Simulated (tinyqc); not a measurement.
# Two-dimensional dopant profile at a mask edge: lateral junction, overlap and effective channel length, step by step

A worked calculation. Computed by tinyqc, a small Python program that keeps every step. Command: `OMP_NUM_THREADS=1 python tinyqc.py 3024640 3024641 out.jsonl lateral walk`. One thread of a shared host (Intel(R) Xeon(R) Processor @ 2.30GHz), about 0.01 s of CPU time with the checks. Intermediate numbers are printed to about 6 digits and carried at full precision; extremes and crossings named in words are read from the listed rows.

Ions enter for y < 0; the mask (spacer, then gate) covers y > 0. x is the depth. The surface reflects dopant during the anneal.

Inputs (values chosen for the exercise, modelled on a source-drain extension in silicon):
```
quantity               value    unit
dose Q               2.9e+15  1/cm^2
projected range R_p      8.6      nm
vertical straggle        3.8      nm
lateral straggle         1.8      nm
anneal budget D t    2.2e-14    cm^2
channel doping C_B   2.1e+18  1/cm^3
gate length L_g           84      nm
offset spacer            0.3      nm
oxide thickness          3.6      nm
```

Constants: eps_0 = 8.8541878128e-12 F/m.

## Widths and vertical profile

Widths s_x^2 = (vertical straggle)^2 + 2 D t, s_y^2 = (lateral straggle)^2 + 2 D t. C(x, y) = V(x) (1/2) erfc(y/(sqrt2 s_y)), V(x) = Q/(sqrt(2 pi) s_x) [exp(-(x - R_p)^2/(2 s_x^2)) + exp(-(x + R_p)^2/(2 s_x^2))]; 1 nm = 1e-7 cm. The vertical junction far from the mask solves V(x) = C_B.

s_x = 4.34051 nm

s_y = 2.76405 nm

V at the surface = 7.48764e+20 1/cm^3

V at R_p = 2.66647e+21 1/cm^3

vertical junction x_j = 25.0094 nm

Caution: the peak exceeds usual solubilities, so part of the dose is inactive and diffusion is concentration dependent.

## Lateral junction at the surface

The lateral junction at depth x solves C = C_B: y_j(x) = sqrt2 s_y erfc^-1(2 C_B/V(x)). Overlap under the gate = y_j(0) - spacer; metallurgical channel L_met = L_g - 2 overlap (tails from the two sides are not added). Abruptness at y_j(0) in nm per decade = ln(10) s_y sqrt(pi/2) exp(u^2) erfc(u), u = y_j/(sqrt2 s_y). Overlap capacitance per width = 3.9 eps_0 overlap/t_ox (zero if there is no overlap).

lateral junction y_j(0) = 7.65585 nm

ratio y_j(0)/x_j = 0.306119

overlap = 7.35585 nm

metallurgical channel L_met = 69.2883 nm

lateral abruptness = 2.07311 nm/decade

overlap capacitance = 0.0705576 fF/um

The two overlaps take 18 % of the gate length. Caution: the profile peaks below the surface, where the junction reaches further under the gate than y_j(0); the overlap given is the one at the surface.

## Junction contour

The lateral junction at depth x solves C = C_B: y_j(x) = sqrt2 s_y erfc^-1(2 C_B/V(x)). Depths are 0, 0.15, 0.3, 0.45, 0.6, 0.75, 0.9 and 0.97 of x_j.

Contour:
```
x/x_j   x (nm)   V (1/cm^3)  y_j (nm)
0.00    0.0000  7.48764e+20   7.65585
0.15    3.7514  1.47476e+21   8.24709
0.30    7.5028  2.58436e+21   8.71051
0.45   11.2542  2.21097e+21   8.58376
0.60   15.0056  8.97092e+20   7.81716
0.75   18.7570  1.72463e+20   6.22331
0.90   22.5085  1.57089e+19   3.06576
0.97   24.2591  3.97682e+18  -0.19457
```

The contour reaches furthest, 8.71 nm, at x/x_j = 0.3 among these rows, below the surface, where punch-through would start. It crosses the mask edge where V = 2 C_B.

## What the anneal budget does

x_j solves V(x) = C_B. Budgets are multiples of the given D t (at 0 the mirror term is kept, which overstates V(0) as implanted); those with V(0) not above 2.5 C_B are left out.

Junctions (nm):
```
multiple      s_x      s_y      x_j   y_j(0)   y_j/x_j    L_met
0.0       3.80000  1.80000  23.0991   4.7064  0.203750  75.1871
0.1       3.85746  1.91833  23.3031   5.0555  0.216945  74.4890
0.3       3.96989  2.13542  23.7017   5.7069  0.240780  73.1862
1.0       4.34051  2.76405  25.0094   7.6559  0.306119  69.2883
2.0       4.82079  3.46987  26.6908   9.9084  0.371229  64.7832
4.0       5.66039  4.56508  29.5980  13.4316  0.453801  57.7368
8.0       7.04557  6.20000  34.3173  18.6042  0.542123  47.3916
16.0      9.21086  8.58138  41.5384  25.8572  0.622489  32.8856
```

The ratio y_j/x_j goes from 0.20 to 0.62: as implanted, x_j includes R_p and y_j only the lateral straggle; after long diffusion both scale roughly with sqrt(D t) as long as V(0) stays far above C_B, and the ratio stays below 1 because the edge starts from half the concentration and an erfc falls faster than the Gaussian. L_met shrinks by 42.3 nm over the rows.

Checks made by the program: lateral profile against the convolution of a step with a Gaussian (relative difference below 1e-10).
